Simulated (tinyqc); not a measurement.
What moves the results: metal-induced gap states at the contact of a metal chain and a two-band chain. A value that a table varies takes the place of the one given here.

The semiconductor alternates sites A at -Eg/2 and C at +Eg/2 with hopping -t; the gap runs from -Eg/2 to Eg/2. In the gap cosh(q a) = 1 + (Eg^2/4 - E^2)/(2 t^2) and the amplitude changes by -exp(-q a) a period. The metal has site energy 0 and hopping -tm; its end site has g_m = (E - i sqrt(4 tm^2 - E^2))/(2 tm^2). Sites 1, 2, ... count into the semiconductor, with energies e1, e2 alternating. The clean half chain has g1 = 1/(E - e1 - t^2 g2), g2 = 1/(E - e2 - t^2 g1), decaying root. With the contact G11 = 1/(1/g1 - tc^2 g_m), and the density on site j is -Im G_jj/pi = |psi_j/psi_1|^2 (-Im G11/pi), per spin, with psi_2/psi_1 = -t g2, psi_3/psi_2 = -t g1.

Constants: e^2/(4 pi eps0) = 14.39964547 eV angstrom.

Inputs chosen for the exercise (gap and optical dielectric constant near those of SiC; the chain itself is a model; shifted at random, so the results belong to these values and not to a real crystal):
- Eg = 3.02 eV (gap)
- t = 1.95 eV (hopping in the semiconductor)
- tm = 2.72 eV (hopping in the metal)
- tc = 1.2 eV (hopping across the contact)
- end = C (site that touches the metal)
- a = 3.08 angstrom (period (two sites); one chain for each area a^2)
- eps = 6.8 (dielectric constant)
- E = -0.7 eV (energy from mid-gap)

## Across the gap

E = f Eg. Share on C: the part of the summed density that lies on C sites, whose orbitals make the conduction edge.

Gap states:
```
f      E (eV)  xi = 1/(2q) (angstrom)  D1 (1/eV)  D2 (1/eV)  sum (1/eV)  share on C
-0.48  -1.450                    7.12     0.0007     0.0282      0.0823       0.025
-0.40  -1.208                    3.34     0.0031     0.0177      0.0345       0.150
-0.30  -0.906                    2.52     0.0061     0.0132      0.0274       0.315
-0.15  -0.453                    2.13     0.0116     0.0104      0.0288       0.526
0.00    0.000                    2.04     0.0201     0.0094      0.0379       0.681
0.15    0.453                    2.13     0.0359     0.0094      0.0592       0.793
0.30    0.906                    2.52     0.0734     0.0100      0.1183       0.880
0.40    1.208                    3.34     0.1438     0.0101      0.2557       0.934
0.48    1.450                    7.12     0.3499     0.0058      1.0124       0.984
```

The decay length xi of the density is shortest at mid-gap, 2.04 angstrom, and grows to 7.1 near the edges. The summed density is least at f = -0.3 (0.0274) and largest at f = 0.48 (1.0124 1/eV). The share on C goes from 0.02 to 0.98 and passes one half near f = -0.168, a point that depends on which site ends the chain. The states turn from valence-like to conduction-like across the gap; the branch point, where the decay is fastest, lies at mid-gap in this symmetric chain and is the usual estimate of the neutrality level.

## Wider gaps pin less

E = 0; Eg is varied and eps follows 1 + (eps0 - 1)(Eg0/Eg), with the given Eg and eps as Eg0 and eps0. xi = 1/(2q), N = 2 (summed density)/a^2, S = 1/(1 + 4 pi e^2 N xi/eps).

Against the gap:
```
Eg (eV)    eps  xi (angstrom)  summed density (1/eV)      S  S at fixed eps
0.50     36.03          12.02                 0.3045  0.205           0.046
0.75     24.35           8.02                 0.1973  0.287           0.101
1.10     16.92           5.48                 0.1293  0.385           0.201
1.50     12.68           4.03                 0.0906  0.477           0.328
2.30      8.62           2.65                 0.0540  0.612           0.555
3.40      6.15           1.82                 0.0323  0.733           0.752
5.50      4.18           1.17                 0.0160  0.854           0.905
9.00      2.95           0.78                 0.0071  0.933           0.970
```

From Eg = 0.5 to 9 eV xi falls by a factor 15.4 and the summed density by 42.9, so at fixed eps S rises from 0.05 to 0.97. The weaker screening of wide-gap solids works against this: with it S goes from 0.21 to 0.93.

## Weakening the contact bond

At the given E, tc is varied, as by a thin spacer. xi = 1/(2q), N = 2 (summed density)/a^2, S = 1/(1 + 4 pi e^2 N xi/eps) with xi and eps kept.

Against tc:
```
tc (eV)  D1 (1/eV)  summed density (1/eV)       S
0.10       0.00006                0.00018  0.9976
0.25       0.00036                0.00115  0.9854
0.50       0.00143                0.00463  0.9439
0.80       0.00369                0.01193  0.8673
1.20       0.00835                0.02700  0.7427
1.80       0.01845                0.05964  0.5665
2.50       0.03160                0.10213  0.4328
3.50       0.04016                0.12981  0.3751
```

For a weak bond the density goes as tc^2 (ratio 6.26 between 0.25 and 0.1 eV, against 6.25). It is largest at tc = 3.5 eV among these rows, the end of the table; the peak may lie just before or beyond it. S is 0.998 at 0.1 eV and has its least value, 0.375, in that row.

## What each parameter does

xi = 1/(2q), summed density, and S = 1/(1 + 4 pi e^2 N xi/eps), N = 2 (summed density)/a^2. Each row changes one parameter from the base and keeps the others.

Results:
```
case           xi (angstrom)  summed density (1/eV)       S
base                   2.287                0.02700  0.7427
Eg = 3.322 eV          2.041                0.02367  0.7867
t = 2.145 eV           2.508                0.02564  0.7349
tm = 2.992 eV          2.287                0.02451  0.7608
tc = 1.32 eV           2.287                0.03266  0.7047
eps = 7.48             2.287                0.02700  0.7605
end = A                2.287                0.08279  0.4849
```

The largest shifts from the base row, up to three for each result and ties (the steps differ in size, so this ranks the rows, not the parameters). xi (angstrom): Eg -0.246, t +0.221; unchanged at the printed digits by tm, tc, eps and end. summed density (1/eV): end +0.05579, tc +0.00567, Eg -0.00333; unchanged at the printed digits by eps. S: end -0.2578, Eg +0.0440, tc -0.0381. The decay length belongs to the semiconductor alone; the metal and the contact set only the amplitude.

tinyqc: `OMP_NUM_THREADS=1 python tinyqc.py 1480854 1480855 out.jsonl`; about 0.01 s, one thread, shared Intel(R) Xeon(R) Processor @ 2.30GHz.
